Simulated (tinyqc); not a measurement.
Finite-difference solution of the diffusion equation on a small grid: one step, computed by the program tinyqc.

dC/dt = D d2C/dx2 on nodes x_j = j dx, j = 0..7; the far end is sealed.

Problem. Time step 2. With r = D dt/dx^2: (1 - theta r M) C(new) = (1 + (1 - theta) r M) C(old); theta = 0 explicit, 1 implicit, 1/2 Crank-Nicolson.

Boundary at x = 0: surface loss. Scheme: explicit.

operator M:
```
,0,1,2,3,4,5,6,7
0,-3.736111,2.000000,0.000000,0.000000,0.000000,0.000000,0.000000,0.000000
1,1.000000,-2.000000,1.000000,0.000000,0.000000,0.000000,0.000000,0.000000
2,0.000000,1.000000,-2.000000,1.000000,0.000000,0.000000,0.000000,0.000000
3,0.000000,0.000000,1.000000,-2.000000,1.000000,0.000000,0.000000,0.000000
4,0.000000,0.000000,0.000000,1.000000,-2.000000,1.000000,0.000000,0.000000
5,0.000000,0.000000,0.000000,0.000000,1.000000,-2.000000,1.000000,0.000000
6,0.000000,0.000000,0.000000,0.000000,0.000000,1.000000,-2.000000,1.000000
7,0.000000,0.000000,0.000000,0.000000,0.000000,0.000000,2.000000,-2.000000
```

mesh ratio r = 0.14976

C after step 1 (%): [59.55226, 91.62842, 71.32893, 24.68704, 9.70096, 1.54253, 0.00000, 0.00000]

Give: C after step 2.

Solution.

C after step 2 (%): [53.68, 83.78, 67.38, 29.43, 10.72, 2.53, 0.23, 0.00]
